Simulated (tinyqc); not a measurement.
Width of the well: hydrogenic donor in a hard-walled well (variational).

Trial function cos(pi z/L) exp(-r/lam), r measured from the donor at zi, walls at +/- L/2, one eps everywhere. Counted from the lowest subband, E(lam) = c/(m lam^2) - (q/eps) I0/I1, with I0 the integral of cos^2(pi z/L) exp(-2|z - zi|/lam) over the well and I1 the same with the factor (|z - zi| + lam/2); c = hbar^2/2m0, q = e^2/(4 pi eps0). The binding energy is -E at the minimum.

Constants: hbar^2/2m0 = 3.80998211 eV angstrom^2; e^2/(4 pi eps0) = 14.39964547 eV angstrom.

Inputs chosen for the exercise (out of a larger set: near those of InP; not measured data):
```
symbol  value                              unit      meaning
m       0.077                              m0        mass
eps     12.8                                         dielectric constant
Ls      (15, 35, 81, 149, 351, 636, 1087)  angstrom  widths
```

Ry* = 6.3943 meV
a* = 87.967 angstrom

Donor at the centre and at the wall (zi = L/2).

Binding:
```
L (angstrom)   L/a*  centre (meV)  in Ry*  wall (meV)  in Ry*  centre/wall
15             0.17         21.68   3.391       16.57   2.592         1.31
35             0.40         18.60   2.909       12.20   1.908         1.52
81             0.92         14.79   2.312        8.19   1.281         1.80
149            1.69         12.01   1.878        5.85   0.915         2.05
351            3.99          8.81   1.378        3.52   0.551         2.50
636            7.23          7.42   1.160        2.51   0.393         2.95
1087          12.36          6.79   1.061        1.98   0.309         3.43
```

At the centre the binding falls from 3.39 to 1.06 Ry*, between the limits 4 and 1. At the wall it falls from 2.59 to 0.31 Ry*, towards 1/4: the wall forces a node through the donor, as in a 2p state. With this trial function, which underbinds wall donors by about a tenth, the wall donor drops below the bulk value between 81 and 149 angstrom. The ratio grows from 1.31 to 3.43.

(tinyqc, `OMP_NUM_THREADS=1 python tinyqc.py 1280612 1280613 out.jsonl`, Intel(R) Xeon(R) Processor @ 2.30GHz, 1 thread, shared host, about 0.03 s.)
